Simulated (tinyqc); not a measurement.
Bias-temperature instability from a Gaussian distribution of capture and emission barriers: one step, computed by the program tinyqc.

Each trap has a capture time tau_0 exp(E_c/(k_B T)) under stress and an emission time tau_0 exp(E_e/(k_B T)) after it. E_c is Gaussian, and E_e = E_c + d with d Gaussian and independent. A trap counts as filled once t_s exceeds its capture time and as emptied once t_r exceeds its emission time.

Task: Lifetime. Demarcation energies E_s = k_B T ln(t_s/tau_0), E_r = k_B T ln(t_r/tau_0); mean barrier mu = mu_c - k_F F; z = (E_s - mu)/sigma_c; Phi is the standard normal distribution. Temperatures in kelvin are T(C) + 273.15. Solve V_max Phi(z) = criterion for t_s; the power-law extrapolation from the stress point is t_s (criterion/dV0)^(1/n); 1 year = 3.15576e7 s.

Inputs (values chosen for the exercise, for a model p-channel transistor):

| quantity | value | unit |
|---|---|---|
| shift with all traps filled V_max | 79 | mV |
| spread of capture barriers sigma_c | 0.36 | eV |
| time constant tau_0 | 1e-10 | s |
| temperature T | 85 | C |
| stress time t_s | 80000 | s |
| failure criterion | 30 | mV |

mean barrier mu = 1.2702 eV

shift without recovery dV0 = 22.02448 mV

time exponent n = 0.1032971

Constants: k_B = 8.617333262e-05 eV/K.

Give: log10 of the lifetime in s; log10 of the power-law estimate in s.

Result:

log10 of the lifetime in s = 6.323

log10 of the power-law estimate in s = 6.202

The power law gives a time shorter by 0.12 decades, since n falls as traps fill; ten years is log10 = 8.50.
